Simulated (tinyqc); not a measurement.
Schottky diode by thermionic emission with image-force lowering and series resistance: two steps of the calculation.

Metal on an n-type semiconductor with one parabolic valley; V > 0 is forward bias (metal positive). I = I0 [exp(Vj/(n Vt)) - 1] with Vj = V - I Rs; I0 = S A* T^2 exp(-(phi - dphi)/Vt), the lowering dphi taken at zero bias.

Inputs (values chosen for the exercise); band and dielectric values close to those of In0.53Ga0.47As:
```
symbol  value  unit            meaning
T         400     K        temperature
n        1.23          ideality factor
Rs         11   ohm  series resistance
V        0.72     V       applied bias
```

Constants: q = 1.602176634e-19 C, kB = 1.380649e-23 J/K, Vt = kB T/q. Results are converted to the units shown.

Problem 1. Junction voltage. Newton step for g(Vj) = Vj + Rs I0 [exp(Vj/(n Vt)) - 1] - V = 0: Vj(new) = Vj - g/g', g' = 1 + Rs I0 exp(Vj/(n Vt))/(n Vt).

I0 = 5.6061338e-5 A
Vj at the start = 0.72 V

Wanted: Vj after iteration 1.

Solution 1.

Vj after iteration 1 = 0.67760 V

Problem 2. Current and small-signal resistance. I = I0 [exp(Vj/(n Vt)) - 1], dV/dI = Rs + n Vt/(I + I0).

I0 = 5.6061338e-5 A
converged Vj = 0.27873868 V

Wanted: I; drop over Rs; dV/dI.

Solution 2.

I = 40.115 mA
drop over Rs = 0.44126 V
dV/dI = 12.055 ohm

Computed by the program tinyqc: `OMP_NUM_THREADS=1 python tinyqc.py 2640062 2640063 out.jsonl`, one thread of a shared Intel Xeon 2.30GHz, about 0.01 s for the whole run.
